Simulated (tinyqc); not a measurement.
Moving the second set by strain or alloying: electrons shared among three sets of ellipsoidal valleys.

F_j(eta) = (1/Gamma(j + 1)) integral_0^infinity x^j dx/(1 + exp(x - eta)), which tends to exp(eta) for eta << 0.

Sets Gamma, L, X: N_i = M_i times N = 2 (m kB T/(4 pi c))^(3/2) with c = hbar^2/2m0, in 1/angstrom^3; times 1e24 for 1/cm^3, m = (ml mt^2)^(1/3); n = sum_i N_i F_1/2((EF - dE_i)/kT), energies from the edge of the first set; mu_drift = sum of share times mobility.

Constants: hbar^2/2m0 = 3.80998211 eV angstrom^2; kB = 8.617333262e-05 eV/K.

Values chosen for the exercise (masses and offsets near those of GaSb; mobilities are free inputs, held fixed; shifted at random, so the results belong to these values and not to a real crystal):

| symbol | value | unit | meaning |
|---|---|---|---|
| dE | (0, 0.084, 0.322) | eV | edges of Gamma, L, X above the first |
| M | (1, 4, 3) |  | valleys in each set |
| ml | (0.039, 1.245, 1.541) | m0 | longitudinal masses of Gamma, L, X |
| mt | (0.039, 0.1016, 0.2123) | m0 | transverse masses |
| mu | (7900, 660, 350) | cm^2/(V s) | mobility of each set |
| n | 5.5e+16 | 1/cm^3 | total electron density |
| T | 400 | K |  |

The second entry of dE is replaced by the values listed; a negative value puts that set lowest.

Populations:

| offset (eV) | EF (eV) | share Gamma | share L | share X | mu_drift |
|---|---|---|---|---|---|
| -0.100 | -0.2987 | 0.0009 | 0.9991 | 0.0000 | 667 |
| -0.050 | -0.2488 | 0.0040 | 0.9960 | 0.0000 | 689 |
| 0.000 | -0.1992 | 0.0167 | 0.9832 | 0.0002 | 781 |
| 0.025 | -0.1748 | 0.0338 | 0.9659 | 0.0003 | 905 |
| 0.050 | -0.1511 | 0.0673 | 0.9321 | 0.0006 | 1147 |
| 0.150 | -0.0771 | 0.5569 | 0.4379 | 0.0052 | 4690 |
| 0.200 | -0.0625 | 0.8352 | 0.1568 | 0.0079 | 6705 |
| 0.300 | -0.0567 | 0.9804 | 0.0102 | 0.0094 | 7755 |

Give the missing row, offset (eV) = 0.100.

Computed row:
```
offset (eV)  EF (eV)  share Gamma  share L  share X  mu_drift
0.100        -0.1079       0.2330   0.7649   0.0021      2346
```

The share of Gamma goes from 0.001 to 0.980 and the mean mobility from 667 to 7755 cm^2/(V s). Gamma and L hold equal numbers between offset = 0.1 and 0.15 eV. The share of X is at most 0.0094. With Boltzmann statistics the first two sets are equal at kT ln(N_2/N_1) = 0.1405 eV.

Computed by tinyqc, a small Python program: `OMP_NUM_THREADS=1 python tinyqc.py 1652034 1652035 out.jsonl` (the numbers bound the seed that draws the inputs); one thread of a shared host (Intel(R) Xeon(R) Processor @ 2.30GHz), about 0.01 s for the whole set of steps.
